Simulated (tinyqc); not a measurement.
Channel mobility from two channel lengths.

Inverse problem. Two power MOSFETs differ only in channel length: R_on = R_rest + Lc (Wp + a)/(2 mch Cox Vov), Cox = 3.9 eps0/tox. Find mch and R_rest.

Values chosen for this exercise: gate oxide thickness (eps_r 3.9) tox = 61 nm; gate overdrive Vov = 5 V; width of the p body in one cell, channels included Wp = 7.1 um; gap between neighbouring p bodies a = 3.5 um.

Constants: eps0 = 8.8541878128e-14 F/cm where lengths are in cm. Results are converted to the units shown.

R_on at Lc = 0.64 and 2.3 um (mohm cm^2): [5.6033395, 18.554814]

Answer. R_on is a straight line in Lc; its slope gives mch and its intercept the rest.

mch = 24.0 cm^2/(V s)
R_rest = 0.610 mohm cm^2

Program tinyqc, `OMP_NUM_THREADS=1 python tinyqc.py 2230030 2230031 out.jsonl`; Intel Xeon 2.30GHz, shared host, one thread, about 0.01 s.
